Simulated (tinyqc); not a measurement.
# Fully depleted semiconductor-on-insulator film with two gates, non-linear Poisson equation by Newton steps: what changes with what

One dimension across the film, front interface at x = 0, back interface at x = ts. psi is counted from the intrinsic level, n = ni exp(psi/Vt) (source grounded), holes neglected, acceptors ionised. Gates act through Cox = eps0 eox/tox and Cbox = 3.9 eps0/tb with potentials G1 = Vg - (phiM - chi - Vt ln(Nc/ni)) and G2 = Vb - (phiB - chi - Vt ln(Nc/ni)). Classical Boltzmann densities, no interface charge, no depletion in the back plane.

Inputs (values chosen for the exercise); band and dielectric values close to those of germanium:
- T = 350 K (temperature)
- Eg = 0.661 eV (band gap)
- eps_r = 16.3 (relative permittivity)
- Nc = 1.31e19 cm^-3 (conduction-band density of states at T)
- Nv = 7.7e18 cm^-3 (valence-band density of states at T)
- chi = 3.96 eV (electron affinity)
- eox = 9.03 (relative permittivity of the gate insulator (close to aluminium oxide))
- tox = 6.3 nm (insulator thickness)
- ts = 9.6 nm (film thickness)
- tb = 11 nm (buried-oxide thickness (eps_r 3.9))
- Na = 1e15 cm^-3 (acceptor density of the film)
- phiM = 4.13 eV (work function of the front gate)
- phiB = 4.57 eV (work function of the back plane)
- Vb = 0 V (back-gate voltage)

Constants: q = 1.602176634e-19 C, kB = 1.380649e-23 J/K, Vt = kB T/q, eps0 = 8.8541878128e-14 F/cm where lengths are in cm. Results are converted to the units shown.

Each table varies one quantity; the others keep the values above.

## Charge against front-gate voltage

ni = sqrt(Nc Nv) exp(-Eg/(2 Vt)), Eg in volts. The Poisson equation eps0 eps_r d2psi/dx2 = q (n + Na), with -eps0 eps_r dpsi/dx = Cox (G1 - psi) at x = 0 and eps0 eps_r dpsi/dx = Cbox (G2 - psi) at x = ts, is solved on 300 equal intervals with half boxes at both ends; N_inv is the trapezoid sum of n. Swing = ln 10/(d ln N_inv/dVg); the last column is (dN_inv/dVb)/(dN_inv/dVg).

Charge against front-gate voltage:

| Vg (V) | psi front (V) | psi back (V) | N_inv (cm^-2) | centroid/ts | swing (mV/decade) | q dN_inv/dVg over Cox | back/front leverage |
|---|---|---|---|---|---|---|---|
| -0.23 | -0.0973 | -0.127 | 4.22e6 | 0.418 | 90.2 | 1.36e-5 | 0.298 |
| -0.08 | 0.0272 | -0.0244 | 1.98e8 | 0.364 | 89.3 | 6.45e-4 | 0.285 |
| 0.07 | 0.151 | 0.0776 | 9.35e9 | 0.315 | 91.5 | 0.0297 | 0.274 |
| 0.22 | 0.254 | 0.158 | 2.20e11 | 0.269 | 157 | 0.406 | 0.262 |
| 0.37 | 0.308 | 0.189 | 9.23e11 | 0.225 | 373 | 0.720 | 0.251 |
| 0.52 | 0.338 | 0.201 | 1.85e12 | 0.193 | 651 | 0.827 | 0.244 |
| 0.67 | 0.358 | 0.207 | 2.87e12 | 0.169 | 951 | 0.876 | 0.239 |
| 0.82 | 0.374 | 0.210 | 3.93e12 | 0.151 | 1.26e3 | 0.904 | 0.236 |
| 0.97 | 0.386 | 0.212 | 5.01e12 | 0.137 | 1.58e3 | 0.921 | 0.234 |

N_inv passes 1e11 cm^-2 at Vg = 0.173 V. The swing starts at 90.2 mV a decade, against (1 + k) Vt ln 10 = 83.7 for a front channel with k = Cs Cbox/(Cox (Cs + Cbox)) = 0.205, Cs = eps0 eps_r/ts; above threshold this column is no longer a subthreshold swing. The centroid falls from 0.418 to 0.137 of ts and the leverage of the back gate falls from 0.298 to 0.234. For Vg = 0.37, 0.52, 0.67, 0.82, 0.97 the density at an interface exceeds 0.3 Nc, where Boltzmann statistics fail. For Vg = 0.22, 0.37, 0.52, 0.67, 0.82, 0.97 the classical centroid lies within 3 nm of an interface, where confinement, left out, would push it away.

## Threshold and coupling against the film thickness

VT is the Vg for N_inv = 1e11 cm^-2; -dVT/dVb from the linearised equation. Limits with Cs = eps0 eps_r/ts: front channel Cs Cbox/(Cox (Cs + Cbox)), back channel Cbox (Cox + Cs)/(Cox Cs). Swing at N_inv = 1e8 cm^-2.

Results:

| ts (nm) | VT (V) | centroid/ts at VT | -dVT/dVb | front-channel limit | back-channel limit | swing (mV/decade) |
|---|---|---|---|---|---|---|
| 4 | 0.198 | 0.386 | 0.266 | 0.228 | 0.334 | 88.4 |
| 5.6 | 0.189 | 0.351 | 0.269 | 0.220 | 0.369 | 88.8 |
| 11 | 0.169 | 0.265 | 0.264 | 0.200 | 0.487 | 89.6 |
| 15 | 0.160 | 0.224 | 0.255 | 0.187 | 0.574 | 89.7 |
| 21 | 0.148 | 0.184 | 0.241 | 0.170 | 0.704 | 89.5 |
| 29 | 0.135 | 0.152 | 0.223 | 0.152 | 0.878 | 89.0 |
| 40 | 0.121 | 0.128 | 0.203 | 0.132 | 1.12 | 88.2 |

Estimate the missing row, ts = 7.7 nm.

Computed row:

| ts (nm) | VT (V) | centroid/ts at VT | -dVT/dVb | front-channel limit | back-channel limit | swing (mV/decade) |
|---|---|---|---|---|---|---|
| 7.7 | 0.180 | 0.312 | 0.268 | 0.212 | 0.415 | 89.2 |

With this row back in the table: As ts goes from 4 to 40, VT falls from 0.198 to 0.121 V, the centroid falls from 0.386 to 0.128 of ts and -dVT/dVb goes from 0.266 through a maximum of 0.269 (at ts = 5.6 among the rows listed) to 0.203. The coupling covers 36.5 % of the way from the front-channel to the back-channel limit in the first row and 7.17 % in the last. For ts = 4, 5.6, 7.7 the film is thin enough for confinement to raise VT, which is left out.

Numbers from tinyqc (`OMP_NUM_THREADS=1 python tinyqc.py 2190041 2190042 out.jsonl`; about 0.3 s on one thread of a shared Intel Xeon 2.30GHz).
